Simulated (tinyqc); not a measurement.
Keating valence-force model of a tetrahedral crystal: one step, computed by the program tinyqc. Command: `OMP_NUM_THREADS=1 python tinyqc.py 3005489 3005490 out.jsonl keating walk`. One thread of a shared host (Intel(R) Xeon(R) Processor @ 2.30GHz), about 0.04 s of CPU time with the checks.

Atom A sits at 0 and atom B at a/4 (1,1,1) of an fcc lattice; the four bonds from A are t = a/4 (1,1,1), a/4 (1,-1,-1), a/4 (-1,1,-1), a/4 (-1,-1,1), of length d = sqrt(3) a/4. Energy: E = (3 alpha/(8 d^2)) sum over bonds (r.r - d^2)^2 + (3 beta/(8 d^2)) sum over pairs of bonds at one atom (r_i.r_j + d^2/3)^2, with beta_A for the six pairs at A and beta_B for the six at B. The cell holds two atoms, Omega = a^3/4. 1 N/m = 1 J/m^2. With constants fitted to the elastic moduli this model puts optical and zone-boundary frequencies of real crystals too high, by up to about 20 % in elemental crystals and up to about 50 % in compounds, and mostly by more for TA modes; in compounds the lattice part of the static dielectric constant then comes out too low.

Task: LO-TO splitting. The long-range field adds 4 pi Z*^2 (e^2/(4 pi eps_0))/(eps_inf Omega mu) to lambda for the longitudinal mode at q -> 0; lambda = (nu/15.6333042 THz)^2; eps_0 = eps_inf (nu_LO/nu_TO)^2 (Lyddane-Sachs-Teller; here eps_0 is the static dielectric constant).

Inputs (values chosen for the exercise, modelled on cubic gallium nitride): lattice constant a = 4.52 angstrom; Born charge Z* = 2.61 e; eps_inf = 5.34.

Structure: zinc blende.

nu_TO at G = 22.42754 THz

reduced mass mu = 11.66372 u

Constants: nu for 1 eV/(angstrom^2 u) = 15.6333042 THz; e^2/(4 pi eps_0) = 14.39964548 eV angstrom.

Give: nu_LO at G; static dielectric constant.

Result:

nu_LO at G = 26.69 THz

static dielectric constant = 7.564

The splitting is 19.0 % of nu_TO, and the lattice adds 2.22 to the dielectric constant.
